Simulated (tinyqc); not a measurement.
Hall effect and magnetoresistance of several carrier groups with constant relaxation times: one step, computed by the program tinyqc.

Group 1 has charge -e and group 2 charge -e; s_i is that sign. B lies along z; mu B is formed with mu in m^2/(V s).

Problem. Limits of weak and strong field. Weak field: R_H(0) = sum s_i n_i mu_i^2/(e (sum n_i mu_i)^2); MR = c B^2 with c = n1 n2 mu1 mu2 (s1 mu1 - s2 mu2)^2/(n1 mu1 + n2 mu2)^2. Strong field: R_H = 1/(e sum s_i n_i); rho_xx saturates at (n1/mu1 + n2/mu2)/(e (sum s_i n_i)^2).

Inputs (values chosen for the exercise, for a model conductor):
```
quantity,value,unit
density n1,5.3e+15,1/cm^3
mobility mu1,19000,cm^2/(V s)
density n2,6.5e+15,1/cm^3
mobility mu2,510,cm^2/(V s)
```

Carriers: two electron groups. Densities: per volume.

Constants: e = 1.602176634e-19 C.

Give: R_H at weak field; coefficient c; R_H at strong field; saturation MR.

Solution.

R_H at weak field = -1105 cm^3/C

coefficient c = 0.1055 1/T^2

R_H at strong field = -528.9 cm^3/C

saturation MR = 872.9 %

R_H keeps its sign, and its size changes by a factor 0.479 from weak to strong field.
